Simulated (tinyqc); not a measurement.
What each parameter does: band edges of strained Si(1-x)Ge(x) on relaxed Si(1-y)Ge(y).

Values are linear in the Ge fraction but for ED(x) = linear - CD x (1 - x) and a(x) = linear - Ca x (1 - x). Energies are on the common scale of Ev.

Coherent growth on a (001) face: e_par = (a(y) - a(x))/a(x), e_perp = -2 (C12/C11) e_par; exx = eyy = e_par, ezz = e_perp, no shear.

A valley with unit axis u lies at Ev + gap + (av + a_valley) tr(e) + Xu (u.e.u - tr(e)/3); the Delta axes are x, y, z and the L axes [111], [1-1-1], [-11-1], [-1-11]. The second-order shift of the Delta valleys under shear is left out; it lowers the pair normal to the sheared plane by tens of meV at a shear of 1 %.

Valence edges: Ev plus the levels of the 6 x 6 matrix of X, Y, Z times spin with -Dso/3 + l exx + m (eyy + ezz) on the diagonal (cyclic), n exy off it, l = av + 2 b, m = av - b, n = sqrt(3) d. Spin-orbit term (Dso/3) L.sigma on X, Y, Z with (L_k)_ij = -i epsilon_kij: <X+|H|Y+> = -i Dso/3, <X+|H|Z-> = Dso/3, <Y+|H|Z-> = -i Dso/3, <Z+|H|X-> = -Dso/3, <Z+|H|Y-> = i Dso/3, <X-|H|Y-> = i Dso/3, and their conjugates; + and - are the spin along z.

Inputs chosen for the exercise (end members near Si and Ge, in this order; shifted at random, so the results belong to these values and not to a real crystal): a = (5.429, 5.658) angstrom (lattice constant); Dso = (0.044, 0.288) eV (spin-orbit splitting); av = (2.43, 1.25) eV (valence hydrostatic potential); b = (-2.1, -2.55) eV (tetragonal shear potential); d = (-4.78, -5.32) eV (trigonal shear potential); C11 = (166.6, 127.2) GPa; C12 = (63.2, 47.6) GPa; C44 = (80, 67) GPa; Ev = (0, 0.63) eV (top of the unstrained valence band); ED = (1.165, 0.941) eV (gap to the Delta valleys); EL = (2.01, 0.75) eV (gap to the L valleys); aD = (1.73, 1.33) eV (hydrostatic potential of the Delta gap); aL = (-3.19, -2.83) eV (hydrostatic potential of the L gap); XuD = (8.97, 9.28) eV (uniaxial potential, Delta); XuL = (16.28, 14.84) eV (uniaxial potential, L); CD = 0.197 eV (bowing of the Delta gap); Ca = 0.025 angstrom (bowing of the lattice constant); face = 001 (growth face); x = 0 (Ge fraction of the layer); y = 0.49 (Ge fraction of the relaxed buffer).

dEc = Ec(buffer) - Ec(layer), dEv = Ev(layer) - Ev(buffer); buffer edges Ev(y) and Ev(y) + min(ED, EL). Each row changes one parameter from the base and keeps the others.

Results:
```
case                      gap (eV)  valence splitting (meV)  dEc (eV)  dEv (eV)
base                        0.8703                    203.4    0.2542   -0.1185
x = 0.03                    0.8764                    190.3    0.2428   -0.1132
y = 0.52                    0.8504                    217.4    0.2732   -0.1243
CD = 0.247 eV               0.8703                    203.4    0.2417   -0.1185
Dso = (0.051, 0.331) eV     0.8720                    201.7    0.2542   -0.1202
b = (-2.415, -2.932) eV     0.8489                    235.6    0.2542   -0.0971
aD = (1.989, 1.529) eV      0.8766                    203.4    0.2479   -0.1185
d = (-5.497, -6.118) eV     0.8703                    203.4    0.2542   -0.1185
aL = (-3.668, -3.254) eV    0.8703                    203.4    0.2542   -0.1185
```

The largest shifts from the base row, up to three for each result and ties (the steps differ in size, so this ranks the rows, not the parameters). gap (eV): b -0.0214, y -0.0199, aD +0.0063; unchanged at the printed digits by CD, d and aL. valence splitting (meV): b +32.2, y +13.9, x -13.2; unchanged at the printed digits by CD, aD, d and aL. dEc (eV): y +0.0190, CD -0.0125, x -0.0114; unchanged at the printed digits by Dso, b, d and aL. dEv (eV): b +0.0214, y -0.0058, x +0.0053; unchanged at the printed digits by CD, aD, d and aL. The lowest valleys of the layer are Delta2, so among the conduction-band potentials only those of that family reach the gap and dEc; the buffer is unstrained. A shift large enough to swap the lowest family would change that.

Program tinyqc; command `OMP_NUM_THREADS=1 python tinyqc.py 1080710 1080711 out.jsonl`; about 0.01 s on one thread of a shared Intel(R) Xeon(R) Processor @ 2.30GHz.
